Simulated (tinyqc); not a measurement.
Inside a calculation. Model: longitudinal sound in a periodic multilayer: transfer matrices, stop bands and folded phonons. Computed by tinyqc, a small Python program that keeps every step. Command: `OMP_NUM_THREADS=1 python tinyqc.py 3014737 3014738 out.jsonl multilayer walk`. One thread of a shared host (Intel(R) Xeon(R) Processor @ 2.30GHz), about 0.01 s of CPU time with the checks. Intermediate numbers are printed to about 6 digits and carried at full precision; extremes and crossings named in words are read from the listed rows.

Layers 1 and 2 repeat with period d = d_1 + d_2; waves travel normal to the layers, without loss. State vector (u, s): displacement u and stress divided by omega. Impedances Z = rho v are in 1e6 kg/(m^2 s).

Inputs (values chosen for the exercise, modelled on silica (layer 1), tungsten (layer 2) and gallium arsenide (substrate)):
```
quantity                    value    unit
density rho_1                2.22  g/cm^3
velocity v_1                 6000     m/s
thickness d_1                18.1      nm
density rho_2                19.1  g/cm^3
velocity v_2                 5250     m/s
thickness d_2                15.8      nm
substrate density            5.38  g/cm^3
substrate velocity           4720     m/s
periods N                       3       -
frequency f                   116     GHz
optical wave vector q d/pi   0.21       -
```

## Impedances, mean velocity and Bragg frequency

Z = rho v; interface reflection r = (Z_2 - Z_1)/(Z_2 + Z_1) (stress amplitude, from 1 into 2); Bragg frequency f_B = 1/[2 (d_1/v_1 + d_2/v_2)]; long-wave velocity v_eff = d/sqrt[(d_1/v_1)^2 + (d_2/v_2)^2 + (Z_1/Z_2 + Z_2/Z_1)(d_1/v_1)(d_2/v_2)].

Z_1 = 13.32

Z_2 = 100.275

Z of the substrate = 25.3936

interface reflection r = 0.765483

Bragg frequency f_B = 82.9712 GHz

long-wave velocity v_eff = 3619.73 m/s

## Transfer matrix of one period

A layer maps (u, s) by [[cos p, sin p/Z], [-Z sin p, cos p]], p = 2 pi f d_i/v_i; one period is M = M_2 M_1, and cos(q d) = trace(M)/2.

phase p_1 = 2.19870 rad

phase p_2 = 2.19349 rad

M:
```
          1           2
1  0.255292  -0.0401929
2   54.1369    -4.60619
```

trace(M)/2 = -2.17545

|trace/2| > 1: f lies in a stop band, and the amplitude falls by a factor 4.107 a period.

## Transmission through N periods

For N periods A = M^N. A wave comes from a thick layer of material 1 and leaves into the substrate (Z_s): transmitted power T = 4 Z_1 Z_s/|Z_1 A_22 + Z_s A_11 - i (Z_1 Z_s A_12 - A_21)|^2, reflected power R = 1 - T.

A = M^N:
```
         1          2
1  8.92836  -0.720672
2  970.692   -78.2396
```

transmitted power T = 6.32282e-04

T in decibel = -31.9909 dB

## The first stop band

Gap m contains m f_B; its edges, where trace(M)/2 = (-1)^m, are found by root search. Weak-contrast estimate of the width: (4 f_B/pi) |r sin(m pi a)|, a = (d_1/v_1)/(d_1/v_1 + d_2/v_2).

lower edge = 36.9222 GHz

upper edge = 129.020 GHz

width/f_B = 111.000 %

transmitted power at f_B = 4.18935e-05

## The first four gaps

The formulas are those given above.

Stop bands (GHz):
```
m  lower edge  upper edge    width  weak-contrast estimate
1      36.922     129.020  92.0976                 80.8671
2     165.792     166.093   0.3011                  0.3011
3     202.865     294.961  92.0959                 80.8660
4     331.584     332.186   0.6023                  0.6023
```

With a = 0.501, gap 1 is the widest and gap 2 the narrowest: the layers are near a quarter wave each at f_B, so the even gaps almost close. The weak-contrast estimate misses the first width by -12.2 % at |r| = 0.77. Odd gaps open at the edge of the folded zone (q = pi/d), even ones at its centre.

## Mirror strength against the number of periods

The formulas are those given above.

Transmitted power:
```
N      T at f_B  T at f_B (dB)       T at f
1      0.125941       -8.99833     0.178057
2    0.00237145       -26.2499    0.0106654
3   4.18935e-05       -43.7785  6.32282e-04
4   7.39232e-07       -61.3122  3.74777e-05
6   2.30161e-10       -96.3797  1.31671e-07
8   7.16609e-14       -131.447  4.62599e-10
12  6.94679e-21       -201.582  5.71001e-15
16  6.73420e-28       -271.717  7.04805e-20
24  6.32833e-42       -411.987  1.07382e-29
```

At f_B each further period removes 17.53 dB at large N, which is 20 log10 of the impedance ratio, 17.53 dB, as for a quarter-wave stack; 99 % reflection needs N = 2 among these rows. At f, in a stop band, T decays as well. Values below about 1e-6 belong to the ideal stack: roughness and scattering into other modes, left out here, set a floor in a real one.

## Folded doublet seen in light scattering

Light transfers the wave vector q. Solve trace(M)/2 = cos(q d) on the first branch (Brillouin line) and on the two branches around 2 f_B (first folded doublet); 1/cm = 29.9792458 GHz.

Brillouin line = 11.0906 GHz

lower folded mode = 154.851 GHz

upper folded mode = 177.034 GHz

centre of the doublet = 5.53524 1/cm

splitting / twice the Brillouin frequency = 1.00009

The doublet is split by about twice the Brillouin frequency, as for a folded straight line; its centre measures the period.

Checks made by the program: trace against Rytov's formula cos p_1 cos p_2 - (1/2)(Z_1/Z_2 + Z_2/Z_1) sin p_1 sin p_2 (relative difference 1e-10).
